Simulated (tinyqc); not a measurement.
From results back to parameters: electrons shared among three sets of ellipsoidal valleys. Two cases, with inputs chosen for the exercise.

Problem. With Boltzmann statistics n(Gamma)/n(L) = R exp(-dE/kB T), where R = N_2/N_1 does not depend on T. Two ratios were computed from hidden R and dE.

Constants: kB = 8.617333262e-05 eV/K.

Find: dE; R.

Method. dE = kB ln(ratio_b/ratio_a)/(1/Ta - 1/Tb); then R = ratio_a exp(dE/kB Ta).

Case 1.

Values chosen (out of a larger set: masses and offsets near those of Ge; mobilities are free inputs, held fixed; not measured data): Ta = 300 K; Tb = 450 K.

ratio at Ta = 0.000237414
ratio at Tb = 0.00100619

Solution.

dE = 0.112 eV
R = 0.0181

Case 2.

Values chosen (out of a larger set: masses and offsets near those of Ge; mobilities are free inputs, held fixed; not measured data): Ta = 300 K; Tb = 500 K.

ratio at Ta = 7.59794e-05
ratio at Tb = 0.000683745

Solution.

dE = 0.142 eV
R = 0.0185

Computed by tinyqc, one run a case: `OMP_NUM_THREADS=1 python tinyqc.py N N+1 out.jsonl` with N = 1651533, 1651599; one thread of a shared Intel(R) Xeon(R) Processor @ 2.30GHz, about 0.01 s a run at most.
